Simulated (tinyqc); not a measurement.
Schottky barrier on an n-type semiconductor, non-linear Poisson equation by Newton steps: two steps of the calculation.

One dimension, metal at x = 0, donor density C(x) = Nd, uniform. Energies are counted from the electron Fermi level of the semiconductor and the conduction-band edge is Ec = -psi, so n = Nc exp(psi/Vt); holes follow the Fermi level of the metal, at -V, so p = Nv exp((V - psi - Eg)/Vt). Ends: psi(0) = V - phiB and psi = Vt ln(Nd/Nc) deep inside. Boltzmann statistics, full ionisation, no current, no image force in the Poisson equation.

Values chosen for this exercise; band and dielectric values close to those of cadmium telluride:
- T = 250 K (temperature)
- Eg = 1.5 eV (band gap)
- eps_r = 10.2 (relative permittivity)
- Nc = 5.99e17 cm^-3 (conduction-band density of states at T)
- Nv = 1.39e19 cm^-3 (valence-band density of states at T)
- Nd = 1.3e17 cm^-3 (donor density deep in the semiconductor)
- phiB = 0.99 eV (barrier height)
- V = -3.1 V (bias of the metal against the semiconductor)

Constants: q = 1.602176634e-19 C, kB = 1.380649e-23 J/K, Vt = kB T/q, eps0 = 8.8541878128e-14 F/cm where lengths are in cm. Results are converted to the units shown.

Problem 1. Converged densities, field and barrier lowering. n and p as above; E_i = -(psi_(i+1) - psi_i)/h_i; at the metal |E_0| = |E on interval 0| + q rho_0 (h_0/2)/(eps0 eps_r), rho_0 = p_0 - n_0 + C_0; image-force lowering dphi = sqrt(q |E_0|/(4 pi eps0 eps_r)).

| node | x (nm) | converged psi (V) | donor density C (cm^-3) |
|---|---|---|---|
| 0 | 0 | -4.0900000 | 1.3e17 |
| 1 | 15 | -3.4681327 | 1.3e17 |
| 2 | 31.8 | -2.8332457 | 1.3e17 |
| 3 | 50.7 | -2.1968023 | 1.3e17 |
| 4 | 72 | -1.5782779 | 1.3e17 |
| 5 | 95.8 | -1.0109304 | 1.3e17 |
| 6 | 123 | -0.5224941 | 1.3e17 |
| 7 | 153 | -0.1816532 | 1.3e17 |
| 8 | 186 | -0.0462215 | 1.3e17 |
| 9 | 224 | -0.0336501 | 1.3e17 |
| 10 | 267 | -0.0329450 | 1.3e17 |
| 11 | 314 | -0.0329135 | 1.3e17 |
| 12 | 368 | -0.0329123 | 1.3e17 |

Find: n; p; field E; |E_0| at the metal; image-force lowering.

Solution 1.

| node | n (cm^-3) | p (cm^-3) |
|---|---|---|
| 0 | 2.122e-65 | 7.276e8 |
| 1 | 7.294e-53 | 2.116e-4 |
| 2 | 4.589e-40 | 3.364e-17 |
| 3 | 3.103e-27 | 4.974e-30 |
| 4 | 9.136e-15 | 1.690e-42 |
| 5 | 0.002500 | 6.174e-54 |
| 6 | 1.756e7 | 8.793e-64 |
| 7 | 1.305e14 | 1.183e-70 |
| 8 | 7.009e16 | 2.202e-73 |
| 9 | 1.256e17 | 1.229e-73 |
| 10 | 1.298e17 | 1.189e-73 |
| 11 | 1.300e17 | 1.187e-73 |
| 12 | 1.300e17 | 1.187e-73 |

| interval | field E (kV/cm) |
|---|---|
| 0 | -414.6 |
| 1 | -377.9 |
| 2 | -336.7 |
| 3 | -290.4 |
| 4 | -238.4 |
| 5 | -179.6 |
| 6 | -113.6 |
| 7 | -41.0 |
| 8 | -3.3 |
| 9 | -0.2 |
| 10 | 0.0 |
| 11 | 0.0 |

|E_0| at the metal = 431.9 kV/cm
image-force lowering = 78.08 mV

Problem 2. Check against the first integral. First integral for uniform doping: E_0^2 = (2 q/(eps0 eps_r)) [Nd (U - Vt + Vt exp(-U/Vt)) + Vt p_0], U = Vbi - V, Vbi = phiB - Vt ln(Nc/Nd), p_0 = Nv exp((phiB - Eg)/Vt) (deep holes neglected). Image-force lowering dphi = sqrt(q E_0/(4 pi eps0 eps_r)), at x_m = sqrt(q/(16 pi eps0 eps_r E_0)). Depletion approximation: E = sqrt(2 q Nd U/(eps0 eps_r)).

Wanted: E_0; dphi; x_m; field in the depletion approximation.

Solution 2.

E_0 = 431.4 kV/cm
dphi = 78.04 mV
x_m = 0.9045 nm
field in the depletion approximation = 432.6 kV/cm

Range of the model: The donor density exceeds a fifth of the band density of states, where Boltzmann statistics begin to fail.

tinyqc, about 0.1 s, one thread, Intel Xeon 2.30GHz (shared host): `OMP_NUM_THREADS=1 python tinyqc.py 2020168 2020169 out.jsonl`
